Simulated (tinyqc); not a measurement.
Worked calculation: Pariser-Parr-Pople SCF with singles CI, for the molecule C=Cc1ccc(N)c(F)c1 (SMILES; centres numbered as the heavy atoms are written). Computed by tinyqc, a small Python program that keeps every step. Settings: charge = 0, gamma = Ohno, start = core, damping = 0, iteration cap = 72, excitations kept = 9. Command: `OMP_NUM_THREADS=1 python tinyqc.py 26904 26905 out.jsonl` (the two numbers bound the seeds that draw the settings). One thread of a shared host (Intel(R) Xeon(R) Processor @ 2.60GHz), about 0.02 s of CPU time with the checks. Later iterations appear only in the table of the cycle.

## PPP integrals

Centres (angstrom, eV; a flat drawing with bonds scaled to 1.40 angstrom):
```
centre          x          y  core charge z          W   gamma_rr
1C      -3.293000   0.837000              1  11.160000  11.130000
2C      -2.589000  -0.373000              1  11.160000  11.130000
3C      -1.189000  -0.368000              1  11.160000  11.130000
4C      -0.484000  -1.578000              1  11.160000  11.130000
5C       0.916000  -1.573000              1  11.160000  11.130000
6C       1.611000  -0.358000              1  11.160000  11.130000
7N       3.011000  -0.353000              2  25.600000  16.800000
8C       0.907000   0.852000              1  11.160000  11.130000
9F       1.603000   2.067000              2  39.000000  21.400000
10C     -0.493000   0.847000              1  11.160000  11.130000
```

Resonance integrals (eV):
```
i    j       beta
1    2  -2.390000
2    3  -2.390000
3    4  -2.390000
4    5  -2.390000
5    6  -2.390000
6    7  -2.240000
6    8  -2.390000
8    9  -2.100000
8   10  -2.390000
10   3  -2.390000
```

Ohno: gamma = 14.399645/sqrt(R^2 + a^2), a = 2 x 14.399645/(gamma_rr + gamma_ss); H_rr = -W_r - sum_(s != r) z_s gamma_rs; H_rs = beta for bonds.

repulsion gamma_rs (eV):
```
            1C         2C         3C         4C         5C         6C         7N         8C
1C   11.130000   7.554157   5.239638   3.669781   2.868614   2.763492   2.216124   3.276536
2C    7.554157  11.130000   7.553836   5.238179   3.669505   3.276536   2.528838   3.669789
3C    5.239638   7.553836  11.130000   7.552693   5.238179   4.668439   3.329592   5.238676
4C    3.669781   5.238179   7.552693  11.130000   7.553836   5.240129   3.745685   4.668517
5C    2.868614   3.669505   5.238179   7.553836  11.130000   7.554642   5.465778   5.238991
6C    2.763492   3.276536   4.668439   5.240129   7.554642  11.130000   8.281621   7.554157
7N    2.216124   2.528838   3.329592   3.745685   5.465778   8.281621  16.800000   5.465220
8C    3.276536   3.669789   5.238676   4.668517   5.238991   7.554157   5.465220  11.130000
9F    2.809587   2.920499   3.780454   3.354622   3.780834   5.577877   4.966209   8.692131
10C   4.668439   5.238676   7.553196   5.238991   4.668051   5.239638   3.745385   7.553836

            9F        10C
1C    2.809587   4.668439
2C    2.920499   5.238676
3C    3.780454   7.553196
4C    3.354622   5.238991
5C    3.780834   4.668051
6C    5.577877   5.239638
7N    4.966209   3.745385
8C    8.692131   7.553836
9F   21.400000   5.577489
10C   5.577489  11.130000
```

core matrix H (eV):
```
             1C          2C          3C          4C          5C          6C          7N          8C
1C   -51.252078   -2.390000    0.000000    0.000000    0.000000    0.000000    0.000000    0.000000
2C    -2.390000  -58.259353   -2.390000    0.000000    0.000000    0.000000    0.000000    0.000000
3C     0.000000   -2.390000  -68.424748   -2.390000    0.000000    0.000000    0.000000    0.000000
4C     0.000000    0.000000   -2.390000  -64.522740   -2.390000    0.000000    0.000000    0.000000
5C     0.000000    0.000000    0.000000   -2.390000  -66.445041   -2.390000    0.000000    0.000000
6C     0.000000    0.000000    0.000000    0.000000   -2.390000  -75.176030   -2.240000   -2.390000
7N     0.000000    0.000000    0.000000    0.000000    0.000000   -2.240000  -70.310662    0.000000
8C     0.000000    0.000000    0.000000    0.000000    0.000000   -2.390000    0.000000  -76.675204
9F     0.000000    0.000000    0.000000    0.000000    0.000000    0.000000    0.000000   -2.100000
10C    0.000000    0.000000   -2.390000    0.000000    0.000000    0.000000    0.000000   -2.390000

             9F         10C
1C     0.000000    0.000000
2C     0.000000    0.000000
3C     0.000000   -2.390000
4C     0.000000    0.000000
5C     0.000000    0.000000
6C     0.000000    0.000000
7N     0.000000    0.000000
8C    -2.100000   -2.390000
9F   -85.425912    0.000000
10C    0.000000  -69.966574
```

## Starting guess

pi electrons, sum of z_r less the charge = 12

Orbitals of the core matrix H.

P at the start:
```
            1C         2C         3C         4C         5C         6C         7N         8C
1C    0.000703   0.005608   0.028042   0.019295   0.012558  -0.005401   0.004304  -0.000753
2C    0.005608   0.045186   0.229442   0.147734   0.093722  -0.038229   0.029257  -0.010231
3C    0.028042   0.229442   1.191967   0.691032   0.417945  -0.154272   0.107392  -0.063891
4C    0.019295   0.147734   0.691032   0.647284   0.516215  -0.078955  -0.004177   0.070211
5C    0.012558   0.093722   0.417945   0.516215   0.565581   0.384845  -0.191508   0.022766
6C   -0.005401  -0.038229  -0.154272  -0.078955   0.384845   1.893703   0.055121  -0.010101
7N    0.004304   0.029257   0.107392  -0.004177  -0.191508   0.055121   1.969838   0.007940
8C   -0.000753  -0.010231  -0.063891   0.070211   0.022766  -0.010101   0.007940   1.994364
9F    0.000143   0.001382   0.006580  -0.006667  -0.003200   0.001257  -0.000917   0.000576
10C   0.003054   0.051202   0.466966  -0.313313  -0.419373   0.136101  -0.084928   0.037939

            9F        10C
1C    0.000143   0.003054
2C    0.001382   0.051202
3C    0.006580   0.466966
4C   -0.006667  -0.313313
5C   -0.003200  -0.419373
6C    0.001257   0.136101
7N   -0.000917  -0.084928
8C    0.000576   0.037939
9F    1.999940  -0.004047
10C  -0.004047   1.691434
```

## Iteration 1: Fock matrix

F_rr = H_rr + P_rr gamma_rr / 2 + sum_(s != r) P_ss gamma_rs; F_rs = H_rs - P_rs gamma_rs / 2; E = tr P (H + F) / 2 + core repulsion sum_(r<s) z_r z_s gamma_rs.

F (eV):
```
             1C          2C         3C         4C         5C         6C         7N         8C
1C   -11.014919   -2.411181  -0.073464  -0.035404  -0.018012   0.007463  -0.004769   0.001233
2C    -2.411181  -10.325887  -3.256584  -0.386930  -0.171957   0.062629  -0.036993   0.018772
3C    -0.073464   -3.256584  -7.411456  -4.999577  -1.094635   0.360105  -0.178785   0.167352
4C    -0.035404   -0.386930  -4.999577  -5.223652  -4.339702   0.206868   0.007823  -0.163890
5C    -0.018012   -0.171957  -1.094635  -4.339702  -1.018002  -3.843682   0.523369  -0.059637
6C     0.007463    0.062629   0.360105   0.206868  -3.843682   0.138774  -2.468246  -2.351847
7N    -0.004769   -0.036993  -0.178785   0.007823   0.523369  -2.468246  -1.313811  -0.021698
8C     0.001233    0.018772   0.167352  -0.163890  -0.059637  -2.351847  -0.021698   2.052302
9F    -0.000201   -0.002019  -0.012438   0.011183   0.006049  -0.003507   0.002277  -2.102504
10C   -0.007129   -0.134115  -4.153543   0.820722   0.978827  -0.356561   0.159044  -2.533294

            9F        10C
1C   -0.000201  -0.007129
2C   -0.002019  -0.134115
3C   -0.012438  -4.153543
4C    0.011183   0.820722
5C    0.006049   0.978827
6C   -0.003507  -0.356561
7N    0.002277   0.159044
8C   -2.102504  -2.533294
9F   -7.961975   0.011287
10C   0.011287  -1.759448
```

pi energy = -163.860618 eV

## Iteration 1: orbitals and new P

Diagonalise F (the basis is taken as orthonormal) and form P = 2 sum c c over the lowest orbitals.

orbital energies (eV): [-15.297317, -11.800839, -8.465479, -8.126669, -6.050070, -4.279708, -1.223630, 1.539308, 3.896669, 5.969662]

P after iteration 1:
```
            1C         2C         3C         4C         5C         6C         7N         8C
1C    1.998563   0.007566  -0.029155   0.021039   0.002150  -0.005965  -0.016552   0.014924
2C    0.007566   1.959428   0.160545  -0.123395   0.000699   0.032707   0.064287  -0.056798
3C   -0.029155   0.160545   1.338444   0.531328  -0.029302  -0.175504  -0.092502   0.089965
4C    0.021039  -0.123395   0.531328   1.224990   0.661072  -0.051812  -0.201120  -0.176196
5C    0.002150   0.000699  -0.029302   0.661072   0.770944   0.572287   0.269960   0.086059
6C   -0.005965   0.032707  -0.175504  -0.051812   0.572287   0.995674   0.665328   0.406289
7N   -0.016552   0.064287  -0.092502  -0.201120   0.269960   0.665328   0.477951   0.299815
8C    0.014924  -0.056798   0.089965  -0.176196   0.086059   0.406289   0.299815   0.313951
9F   -0.004548   0.019513  -0.047946   0.051742  -0.015609  -0.052672  -0.113100   0.322697
10C   0.031042  -0.172132   0.725198  -0.370848  -0.318769   0.165444   0.236289   0.346770

            9F        10C
1C   -0.004548   0.031042
2C    0.019513  -0.172132
3C   -0.047946   0.725198
4C    0.051742  -0.370848
5C   -0.015609  -0.318769
6C   -0.052672   0.165444
7N   -0.113100   0.236289
8C    0.322697   0.346770
9F    1.934880  -0.026063
10C  -0.026063   0.985175
```

## Iteration 2: Fock matrix

As before.

F (eV):
```
            1C         2C         3C         4C         5C          6C          7N          8C
1C    3.266552  -2.418578   0.076381  -0.038604  -0.003084    0.008242    0.018341   -0.024450
2C   -2.418578   3.533396  -2.996364   0.323183  -0.001282   -0.053583   -0.081285    0.104218
3C    0.076381  -2.996364   0.227212  -4.396480   0.076746    0.409666    0.153996   -0.235649
4C   -0.038604   0.323183  -4.396480  -4.049594  -4.886814    0.135751    0.376667    0.411288
5C   -0.003084  -0.001282   0.076746  -4.886814  -9.273693   -4.551710   -0.737771   -0.225431
6C    0.008242  -0.053583   0.409666   0.135751  -4.551710  -16.915873   -4.994996   -3.924586
7N    0.018341  -0.081285   0.153996   0.376667  -0.737771   -4.994996  -20.392544   -0.819276
8C   -0.024450   0.104218  -0.235649   0.411288  -0.225431   -3.924586   -0.819276  -10.025823
9F    0.006389  -0.028494   0.090630  -0.086788   0.029507    0.146900    0.280838   -3.502463
10C  -0.072460   0.450872  -5.128780   0.971436   0.744015   -0.433432   -0.442498   -3.699723

             9F        10C
1C     0.006389  -0.072460
2C    -0.028494   0.450872
3C     0.090630  -5.128780
4C    -0.086788   0.971436
5C     0.029507   0.744015
6C     0.146900  -0.433432
7N     0.280838  -0.442498
8C    -3.502463  -3.699723
9F   -25.149881   0.072684
10C    0.072684  -4.592664
```

pi energy = -163.103217 eV

## Iteration 2: orbitals and new P

As before.

orbital energies (eV): [-26.187054, -25.148314, -15.894247, -12.276986, -9.999736, -5.032638, -1.694994, 0.563647, 4.253472, 8.043937]

P after iteration 2:
```
            1C         2C         3C         4C         5C         6C         7N         8C
1C    0.003886   0.014861   0.050941   0.018717  -0.020628   0.018734  -0.003532  -0.040137
2C    0.014861   0.057615   0.204852   0.090426  -0.060594   0.051069   0.001017  -0.144544
3C    0.050941   0.204852   0.838123   0.479650  -0.047883   0.004616  -0.007175  -0.205480
4C    0.018717   0.090426   0.479650   0.798545   0.786556  -0.180711  -0.001162  -0.175811
5C   -0.020628  -0.060594  -0.047883   0.786556   1.409811   0.136058   0.002907   0.198778
6C    0.018734   0.051069   0.004616  -0.180711   0.136058   1.967817  -0.000671  -0.042744
7N   -0.003532   0.001017  -0.007175  -0.001162   0.002907  -0.000671   1.999930  -0.002584
8C   -0.040137  -0.144544  -0.205480  -0.175811   0.198778  -0.042744  -0.002584   1.866673
9F    0.006661   0.023984   0.023779   0.034941  -0.034507   0.007422   0.000370   0.020490
10C   0.046323   0.183846   0.808715   0.193303  -0.384410   0.085435   0.007598   0.333880

            9F        10C
1C    0.006661   0.046323
2C    0.023984   0.183846
3C    0.023779   0.808715
4C    0.034941   0.193303
5C   -0.034507  -0.384410
6C    0.007422   0.085435
7N    0.000370   0.007598
8C    0.020490   0.333880
9F    1.996776  -0.048643
10C  -0.048643   1.060825
```

## Convergence

Stop when output and input P, before any damping, agree to 1e-7.

Course of the cycle:
```
iteration         E (eV)  largest |P(out) - P(in)|
1          -163.86061811                  2.00e+00
2          -163.10321734                  1.99e+00
3          -163.85258379                  2.00e+00
4          -151.98908082                  2.00e+00
5          -163.30007908                  2.00e+00
6          -147.19990312                  2.00e+00
7          -162.72537519                  2.00e+00
8          -146.55947118                  2.00e+00
9          -162.48604274                  2.00e+00
10         -146.57995628                  2.00e+00
11         -162.39997966                  2.00e+00
...                  ...                       ...
62         -146.71240321                  2.00e+00
63         -162.34630335                  2.00e+00
64         -146.71240321                  2.00e+00
65         -162.34630335                  2.00e+00
66         -146.71240321                  2.00e+00
67         -162.34630335                  2.00e+00
68         -146.71240321                  2.00e+00
69         -162.34630335                  2.00e+00
70         -146.71240321                  2.00e+00
71         -162.34630335                  2.00e+00
72         -146.71240321                  2.00e+00
```

Not converged within 72 iterations: the residual has stopped falling: the iteration swings between two states. Reruns (cap 100 unless said): damping 0.5: converged in 68 (E = -198.91683); the original settings with a cap of 400: not converged.
